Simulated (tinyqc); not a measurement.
Admittance spectroscopy and thermally stimulated current of one trap level in a depletion layer: one step, computed by the program tinyqc. Command: `OMP_NUM_THREADS=1 python tinyqc.py 3110973 3110974 out.jsonl admit walk`. One thread of a shared host (Intel(R) Xeon(R) Processor @ 2.30GHz), about 0.01 s of CPU time with the checks.

A Schottky junction on n-type material holds one donor-like electron trap; shallow donors are fully ionised and abrupt depletion edges are assumed.

Task: The capacitance step. With E_c - E_F = k_B T_p ln(N_c/N): lambda = sqrt(2 eps eps_0 (E_t - (E_c - E_F))/(e^2 N)); traps are empty and charged for x < x_t = w - lambda, and V_b = e (N w^2 + N_t x_t^2)/(2 eps eps_0). High frequency: C_hf = eps eps_0/w. Low frequency: C_lf = eps eps_0 (N + N_t)/(N w + N_t x_t).

Inputs (values chosen for the exercise, modelled on n-type beta-Ga2O3):
```
quantity                         value    unit
dielectric constant eps           10.3       -
shallow doping N               1.9e+16  1/cm^3
trap density N_t               1.7e+15  1/cm^3
trap depth E_t below the band    0.165      eV
band bending V_b                   2.1       V
```

E_c - E_F = k_B T_p ln(N_c/N) = 0.05161310 eV

Constants: eps_0 = 8.8541878128e-12 F/m; e = 1.602176634e-19 C.

Give: lambda; depletion width w; crossing point x_t; C_hf; C_lf; step (C_lf - C_hf)/C_hf; small-N_t estimate (N_t/N)(lambda/w).

Result:

lambda = 82.425 nm

depletion width w = 345.86 nm

crossing point x_t = 263.43 nm

C_hf = 26.369 nF/cm^2

C_lf = 26.895 nF/cm^2

step (C_lf - C_hf)/C_hf = 0.019963

small-N_t estimate (N_t/N)(lambda/w) = 0.021323

Reading N_t/N straight from the step would give 0.0200 against the true 0.0895: the factor lambda/w must be known.
